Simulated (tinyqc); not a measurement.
# Worked calculation: thin film between two gates, subbands and threshold shift from confinement

Computed by the program tinyqc: `OMP_NUM_THREADS=1 python tinyqc.py 2350048 2350049 out.jsonl`, one thread of a shared Intel Xeon 2.30GHz, about 0.02 s for the whole run. Printed values are rounded.

Undoped body with a flat potential across it, hard walls, transport along x. One isotropic valley (g = 1, mx = my = mz = me). Non-parabolicity enters the subband edges through E (1 + al E) = gamma, so E = 2 gamma/(1 + sqrt(1 + 4 al gamma)); motion within a subband is taken as parabolic with the band-edge mass. Energies are counted from the bulk band edge.

Inputs (values chosen for the exercise); masses close to those of In0.53Ga0.47As:

| symbol | value | unit | meaning |
|---|---|---|---|
| T | 300 | K | temperature |
| me | 0.0402 | m0 | mass at the band edge |
| al | 1.3 | 1/eV | non-parabolicity |
| t | 5.9 | nm | film thickness (along z) |
| dl | 0 | nm | widening of the box by penetration into the insulator |

Constants: q = 1.602176634e-19 C, kB = 1.380649e-23 J/K, hbar = 1.054571817e-34 J s, m0 = 9.1093837015e-31 kg, Vt = kB T/q, hbar^2/(2 m0) = 0.0380998212 eV nm^2. Results are converted to the units shown.

Range of the model: Non-parabolicity also makes carriers heavier within each subband, which is left out, so densities of states are understated at high energy. Levels near or above 1 eV lie beyond real barriers and upper valleys; they are listed for the hard-wall model only.

## Lowest subbands

gamma = C (pi k/(t + dl))^2/mz, C = hbar^2/(2 m0). List the 3 lowest, labelled by quantum numbers, with degeneracy g and N_k: N_k = g sqrt(mx my) m0 kB T/(pi hbar^2).

```
subband   E_k (eV)  g  N_k (cm^-2)
1        0.2108955  1  4.341276e11
2        0.6026767  1  4.341276e11
3         1.032518  1  4.341276e11
```

## Threshold shift

Each subband has N_k = g sqrt(mx my) m0 kB T/(pi hbar^2); without degeneracy n = exp(EF/Vt) sum N_k exp(-E_k/Vt). Classical value Nc times t, Nc = sum over valleys of 2 g (m m0 kB T/(2 pi hbar^2))^1.5 with m = (mx my mz)^(1/3). Threshold shift dVT = Vt ln(classical value/sum N_k exp(-E_k/Vt)). Use the subbands listed.

shares, subband 1 to 3 (%): 99.99997  0.00003  0.00000
sum N_k exp(-E_k/Vt) = 1.243740e8 cm^-2
Nc = 2.022605e17 cm^-3
classical value = 1.193337e11 cm^-2
dVT = 177.5098 mV

With all subbands dVT = 177.5 mV. The lowest edge lies at 211 meV; dVT is smaller than that, since sum N_k exp(-(E_k - E_1)/Vt) exceeds the classical value.
